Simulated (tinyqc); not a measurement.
# One-sided p+-n junction, ionisation integral and breakdown: two studies

A p+ layer at x < 0 and an n drift layer from x = 0. Depletion approximation, built-in voltage neglected. Local ionisation coefficients alpha_n = an exp(-(bn/E)^mx), alpha_p = ap exp(-(bp/E)^mx). Electrons move towards +x, holes towards x = 0.

Values chosen for this exercise; material values close to those of 4H silicon carbide: relative permittivity eps_r = 9.83; prefactor of the electron ionisation coefficient an = 1.68e8 1/cm; field constant for electrons bn = 3.41e7 V/cm; prefactor of the hole ionisation coefficient ap = 3.21e8 1/cm; field constant for holes bp = 2.44e7 V/cm; exponent mx = 1; electron mobility of the drift layer mu = 898 cm^2/(V s); donor density of the drift layer N = 1.1e16 cm^-3.

Constants: q = 1.602176634e-19 C, eps0 = 8.8541878128e-14 F/cm where lengths are in cm. Results are converted to the units shown.

Each table varies one quantity; the others keep the values above.

## Multiplication against voltage

W = sqrt(2 eps0 eps_r V/(q N)), peak field E0 = q N W/(eps0 eps_r), falling linearly to 0 at W. G(x) = integral from 0 to x of (alpha_n - alpha_p); I_n = integral of alpha_n exp(-G) (electrons injected at x = 0), I_p = integral of alpha_p exp(G(end) - G) (holes injected at the far edge); M = 1/(1 - I). Integrals on a fine grid; BV is where I_n = 1. Here BV = 1817.48 V; the Miller exponent is n = ln(1 - 1/M)/ln(V/BV).

Result of one run:

| V (V) | E0 (kV/cm) | I_n | I_p | M_n | M_p | Miller n, electrons | Miller n, holes |
|---|---|---|---|---|---|---|---|
| 1560 | 2.51e3 | 0.0494 | 0.881 | 1.05 | 8.42 | 19.7 | 0.828 |

What becomes of these results when the reverse voltage V is changed from 1560 to 1270 V, all else the same?

Result of the changed run:

| V (V) | E0 (kV/cm) | I_n | I_p | M_n | M_p | Miller n, electrons | Miller n, holes |
|---|---|---|---|---|---|---|---|
| 1270 | 2.27e3 | 0.00430 | 0.455 | 1.00 | 1.83 | 15.2 | 2.20 |

The whole series:

| V (V) | E0 (kV/cm) | I_n | I_p | M_n | M_p | Miller n, electrons | Miller n, holes |
|---|---|---|---|---|---|---|---|
| 727 | 1.72e3 | 1.54e-5 | 0.0112 | 1.00 | 1.01 | 12.1 | 4.90 |
| 909 | 1.92e3 | 1.59e-4 | 0.0606 | 1.00 | 1.06 | 12.6 | 4.05 |
| 1090 | 2.10e3 | 9.47e-4 | 0.200 | 1.00 | 1.25 | 13.6 | 3.15 |
| 1270 | 2.27e3 | 0.00430 | 0.455 | 1.00 | 1.83 | 15.2 | 2.20 |
| 1450 | 2.42e3 | 0.0186 | 0.747 | 1.02 | 3.95 | 17.6 | 1.29 |
| 1560 | 2.51e3 | 0.0494 | 0.881 | 1.05 | 8.42 | 19.7 | 0.828 |
| 1670 | 2.60e3 | 0.152 | 0.960 | 1.18 | 25.2 | 22.3 | 0.479 |
| 1740 | 2.65e3 | 0.348 | 0.986 | 1.53 | 71.7 | 24.2 | 0.322 |
| 1790 | 2.69e3 | 0.675 | 0.996 | 3.08 | 274 | 25.8 | 0.240 |

M_n rises from 1.000 to 3.08 and M_p from 1.011 to 274; both diverge at BV. The Miller exponent for electrons rises from 12.1 to 25.8 and that for holes falls from 4.90 to 0.240, so one exponent describes neither over the whole range. The larger multiplication belongs to holes, whose coefficient at the peak field of the last row is 70.1 times the other.

## Effect of the drift doping

Same model as above.

Specific on-resistance Ron = W/(q mu N) with constant mobility and full ionisation.

Results:

| N (cm^-3) | BV (V) | E0 at BV (kV/cm) | W at BV (um) | Ron (mohm cm^2) | BV^2/Ron (MW/cm^2) | eps0 eps_r mu E0^3/4 (MW/cm^2) |
|---|---|---|---|---|---|---|
| 9.2e14 | 1.46e4 | 2.23e3 | 132 | 99.4 | 2.16e3 | 2.16e3 |
| 1.8e15 | 8.28e3 | 2.34e3 | 70.7 | 27.3 | 2.51e3 | 2.51e3 |
| 3.4e15 | 4.84e3 | 2.46e3 | 39.3 | 8.04 | 2.91e3 | 2.91e3 |
| 6.5e15 | 2.81e3 | 2.59e3 | 21.7 | 2.32 | 3.41e3 | 3.41e3 |
| 2.4e16 | 957 | 2.91e3 | 6.58 | 0.191 | 4.80e3 | 4.80e3 |
| 4.6e16 | 564 | 3.09e3 | 3.65 | 0.0551 | 5.76e3 | 5.76e3 |
| 8.8e16 | 335 | 3.29e3 | 2.03 | 0.0161 | 6.97e3 | 6.97e3 |

Estimate the missing row, N = 1.2e16 cm^-3.

Computed row:

| N (cm^-3) | BV (V) | E0 at BV (kV/cm) | W at BV (um) | Ron (mohm cm^2) | BV^2/Ron (MW/cm^2) | eps0 eps_r mu E0^3/4 (MW/cm^2) |
|---|---|---|---|---|---|---|
| 1.2e16 | 1.69e3 | 2.73e3 | 12.4 | 0.717 | 3.99e3 | 3.99e3 |

With this row back in the table: BV falls from 14600 to 335 V while the critical field rises from 2230 to 3290 kV/cm. BV goes as N^(-0.85) between the first two rows and N^(-0.80) between the last two (a coefficient proportional to E^7 gives -0.75 without punch-through). Ron goes as BV^(2.31) over the table; the last two columns agree since BV = E0 W/2 and N = eps0 eps_r E0/(q W).

Computed by the program tinyqc: `OMP_NUM_THREADS=1 python tinyqc.py 2120069 2120070 out.jsonl`, one thread of a shared Intel Xeon 2.30GHz, about 0.07 s for the whole run.
